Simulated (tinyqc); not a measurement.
Inputs raised by 5 %, one at a time: sheet resistance and Hall data of a diffused or implanted layer. Computed by tinyqc, a small Python program. Command: `OMP_NUM_THREADS=1 python tinyqc.py 3024429 3024430 out.jsonl layer sens`. One thread of a shared host (Intel(R) Xeon(R) Processor @ 2.30GHz), about 0.05 s of CPU time with the checks.

Carriers are taken equal to the net active doping down to the junction (full ionisation, which deep dopants in wide-gap hosts do not reach; no spill-over, no depletion), and the Hall factor is 1.

Inputs (values chosen for the exercise, modelled on nitrogen in 4H-SiC):
```
quantity                                 value        unit
mu_min                                      39  cm^2/(V s)
mu_max                                     947  cm^2/(V s)
N_ref                                    2e+17      1/cm^3
exponent alpha                            0.62           -
peak concentration N_0                 2.1e+20      1/cm^3
length scale l                              37          nm
background doping N_B (opposite type)    1e+14      1/cm^3
solubility limit N_s                     9e+19      1/cm^3
```

Profile: complementary error function. Activation: limited by solubility.

Constants: e = 1.602176634e-19 C.

Method:
- N(x) = N_0 erfc(x/l), dose N_0 l/sqrt(pi), junction x_j = l erfc^-1(N_B/N_0).
- Mobility mu = mu_min + (mu_max - mu_min)/(1 + (N_t/N_ref)^alpha), N_t = active doping + N_B; carriers n = active doping - N_B, active doping min(N, N_s).
- Integrals from x_0 (0 unless stated) to x_j by the midpoint rule on 400 even intervals: 1/R_s = e int n mu dx; sheet density n_s = int n dx; Hall sheet density (int n mu dx)^2/int n mu^2 dx; Hall mobility int n mu^2 dx/int n mu dx.
- Mean conductivity 1/(R_s x_j); mean mobility 1/(e n_s R_s).

Runs; columns: (1) input moved; (2) from; (3) to; (4) sheet resistance R_s (ohm); (5) Hall mobility (cm^2/(V s)); (6) Hall sheet density (1/cm^2); (7) mean conductivity 1/(R_s x_j) (S/cm):
```
(1)                                                 (2)        (3)     (4)     (5)         (6)     (7)
base run                                              -          -  291.01  76.573  2.8009e+14  260.82
peak concentration N_0 (1/cm^3)                 2.1e+20  2.205e+20  286.18  76.167  2.8634e+14  264.73
length scale l (nm)                                  37      38.85  277.16  76.573  2.9409e+14  260.82
background doping N_B (opposite type) (1/cm^3)    1e+14   1.05e+14  291.01  76.573  2.8009e+14  261.31
mu_min (cm^2/(V s))                                  39      40.95  283.02  78.158  2.8216e+14  268.19
mu_max (cm^2/(V s))                                 947     994.35  284.82  78.835  2.7798e+14  266.50
N_ref (1/cm^3)                                    2e+17    2.1e+17  287.54  77.656  2.7952e+14  263.97
solubility limit N_s (1/cm^3)                     9e+19   9.45e+19  285.34  75.933  2.8806e+14  266.00
```

Exponents ln(y'/y) / ln(x'/x):
```
input                                  sheet resistance R_s  Hall mobility  Hall sheet density  mean conductivity 1/(R_s x_j)
peak concentration N_0                               -0.343         -0.109               0.452                          0.305
length scale l                                       -1.000          0.000               1.000                          0.000
background doping N_B (opposite type)                 0.000          0.000               0.000                          0.038
mu_min                                               -0.571          0.420               0.151                          0.571
mu_max                                               -0.441          0.596              -0.155                          0.441
N_ref                                                -0.246          0.288              -0.042                          0.246
solubility limit N_s                                 -0.403         -0.172               0.575                          0.403
```

Among the inputs moved here: sheet resistance R_s answers most in size to length scale l (exponent -1.000), next to mu_min (-0.571); its exponent is below 0.0005 for background doping N_B (opposite type). Its exponent -1.000 in length scale l: the profile only stretches. Hall mobility answers most in size to mu_max (exponent +0.596), next to mu_min (+0.420); its exponent is below 0.0005 for length scale l, background doping N_B (opposite type). Hall sheet density answers most in size to length scale l (exponent +1.000), next to solubility limit N_s (+0.575); its exponent is below 0.0005 for background doping N_B (opposite type). Mean conductivity 1/(R_s x_j) answers most in size to mu_min (exponent +0.571), next to mu_max (+0.441); its exponent is below 0.0005 for length scale l. Its exponent 0.000 in length scale l: Irvin's observation: 1/(R_s x_j) depends on the concentrations and the shape alone.

Extremes, crossings and ranges named in words are read from the listed rows.
